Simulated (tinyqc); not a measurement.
Schottky diode by thermionic emission with image-force lowering and series resistance: two steps of the calculation.

Metal on an n-type semiconductor with one parabolic valley; V > 0 is forward bias (metal positive). I = I0 [exp(Vj/(n Vt)) - 1] with Vj = V - I Rs; I0 = S A* T^2 exp(-(phi - dphi)/Vt), the lowering dphi taken at zero bias.

Inputs (values chosen for the exercise); band and dielectric values close to those of indium phosphide:
```
symbol  value  unit            meaning
T         300     K        temperature
n        1.08          ideality factor
Rs        1.5   ohm  series resistance
V        0.93     V       applied bias
```

Constants: q = 1.602176634e-19 C, kB = 1.380649e-23 J/K, Vt = kB T/q. Results are converted to the units shown.

Question 1. Junction voltage. Fixed-point step: I = (V - Vj)/Rs, then Vj(new) = n Vt ln(1 + I/I0).

I0 = 4.6198631e-8 A
Vj after iteration 1 = 0.44552807 V

Find: Vj after iteration 2.

Answer 1.

Vj after iteration 2 = 0.44003 V

Question 2. Current and small-signal resistance. I = I0 [exp(Vj/(n Vt)) - 1], dV/dI = Rs + n Vt/(I + I0).

I0 = 4.6198631e-8 A
converged Vj = 0.44032434 V

Give: I; drop over Rs; dV/dI.

Answer 2.

I = 326.5 mA
drop over Rs = 0.4897 V
dV/dI = 1.586 ohm

tinyqc, about 0.01 s, one thread, Intel Xeon 2.30GHz (shared host): `OMP_NUM_THREADS=1 python tinyqc.py 2640041 2640042 out.jsonl`
